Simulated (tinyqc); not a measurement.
## Strained alloy layer of InAs and AlAs on (001) InP, model-solid band line-up: gaps, strain and offsets against composition

The layer is x parts of the first compound and 1 - x of the second, grown coherently on the third as substrate and barrier. Rows of the table: lattice constant a, average valence level Ea on an absolute scale, spin-orbit splitting so, gaps at Gamma, X and L, hydrostatic deformation potentials av and ac (Gamma), shear potential b, elastic constants, electron and heavy-hole (along z) masses. All are interpolated linearly in x; gaps get -C x (1 - x), taken wholly in the conduction band; real line-ups can differ from this model by 0.1 eV or more.

In-plane strain e = (a_substrate - a)/a, e_z = -2 (c12/c11) e, volume change 2 e + e_z. With v = 2 e + e_z and d = 2 b (e_z - e): Eav = Ea + av v; E_hh = Eav + so/3 - d/2; E_lh = Eav - so/6 + d/4 + sqrt(so^2 + so d + 9 d^2/4)/2; E_c = Ea + so/3 + EG + ac v (Gamma). Substrate: E_v = Ea + so/3, E_c = E_v + EG. Well depths: dEc = E_c(substrate) - E_c, dEhh = E_hh - E_v(substrate), dElh likewise; strained Gamma gap E_c - max(E_hh, E_lh); positive values confine carriers in the layer. Matthews-Blakeslee for 60-degree dislocations in a single layer: hc = k (ln(hc/bv) + 1), k = bv (1 - nu/4)/(4 pi |e| (1 + nu)), nu = c12/(c11 + c12), bv = a/sqrt(2); the larger root. The valence offset is the larger of dEhh and dElh; a dash marks |e| under 0.02 % or no root.

Values chosen for this exercise: bowing of the Gamma gap CG = 0.7 eV; bowing of the X gap CX = 0 eV; bowing of the L gap CL = 0 eV.

Binary compounds, values chosen for the exercise:

|  | close to InAs | close to AlAs | close to InP |
|---|---|---|---|
| a (angstrom) | 6.058 | 5.661 | 5.869 |
| Ea (eV) | -6.67 | -7.49 | -7.04 |
| so (eV) | 0.376 | 0.279 | 0.11 |
| EG (eV) | 0.349 | 2.97 | 1.36 |
| EX (eV) | 1.38 | 2.16 | 2.17 |
| EL (eV) | 1.07 | 2.37 | 1.92 |
| av (eV) | 1.01 | 2.51 | 1.25 |
| ac (eV) | -5.03 | -5.56 | -5 |
| b (eV) | -1.8 | -1.52 | -1.71 |
| c11 (GPa) | 83.9 | 124 | 101 |
| c12 (GPa) | 44.7 | 53.4 | 55.7 |
| me (m0) | 0.0229 | 0.15 | 0.0789 |
| mh (m0) | 0.333 | 0.474 | 0.532 |

Result of one run:

| e (%) | relaxed Gamma gap (eV) | lower of X and L gaps (eV) | strained Gamma gap (eV) | E_hh - E_lh (meV) | dEc (eV) | valence offset (eV) | hc (nm) |
|---|---|---|---|---|---|---|---|
| 1.538 | 2.037 | 1.926 | 1.852 | -106.2 | -0.4480 | -0.04423 | 5.29 |

Which fraction of the first compound in the layer x gave this result: 0.3, 0.36, 0.41, 0.53 or 0.58?

x = 0.3.

The whole series:

| x | e (%) | relaxed Gamma gap (eV) | lower of X and L gaps (eV) | strained Gamma gap (eV) | E_hh - E_lh (meV) | dEc (eV) | valence offset (eV) | hc (nm) |
|---|---|---|---|---|---|---|---|---|
| 0.3 | 1.538 | 2.037 | 1.926 | 1.852 | -106.2 | -0.4480 | -0.04423 | 5.29 |
| 0.36 | 1.121 | 1.865 | 1.879 | 1.734 | -76.53 | -0.3532 | -0.02123 | 8.14 |
| 0.41 | 0.7766 | 1.726 | 1.837 | 1.638 | -52.37 | -0.2773 | -4.992e-4 | 13.2 |
| 0.47 | 0.3661 | 1.564 | 1.759 | 1.524 | -24.25 | -0.1900 | 0.02648 | 33.9 |
| 0.53 | -0.04105 | 1.407 | 1.681 | 1.408 | 2.660 | -0.1068 | 0.05867 | 447 |
| 0.58 | -0.3778 | 1.279 | 1.616 | 1.294 | 23.96 | -0.04063 | 0.1067 | 32.6 |
| 0.64 | -0.7790 | 1.131 | 1.538 | 1.159 | 47.96 | 0.03512 | 0.1655 | 13.1 |
| 0.69 | -1.111 | 1.012 | 1.473 | 1.049 | 66.53 | 0.09515 | 0.2156 | 8.25 |
| 0.75 | -1.506 | 0.8730 | 1.395 | 0.9197 | 87.02 | 0.1635 | 0.2767 | 5.45 |

The relaxed Gamma gap falls from 2.04 to 0.873 eV and the strained one falls from 1.85 to 0.920 eV. The lattice matches the substrate at x = 0.524; the heavy hole is on top where the layer is compressed (e < 0) and the light hole where it is stretched. The relaxed alloy turns direct at x = 0.353. dEc rises from -0.448 to 0.164 eV and the valence offset rises from -0.0442 to 0.277 eV. At the largest strain listed, 1.54 %, strain changes the gap by -185 meV. For x = 0.3 the lowest conduction valley of the relaxed alloy is X or L, so the gap and dEc listed hold for Gamma only.

Numbers from tinyqc (`OMP_NUM_THREADS=1 python tinyqc.py 2690029 2690030 out.jsonl`; about 0.01 s on one thread of a shared Intel Xeon 2.30GHz).
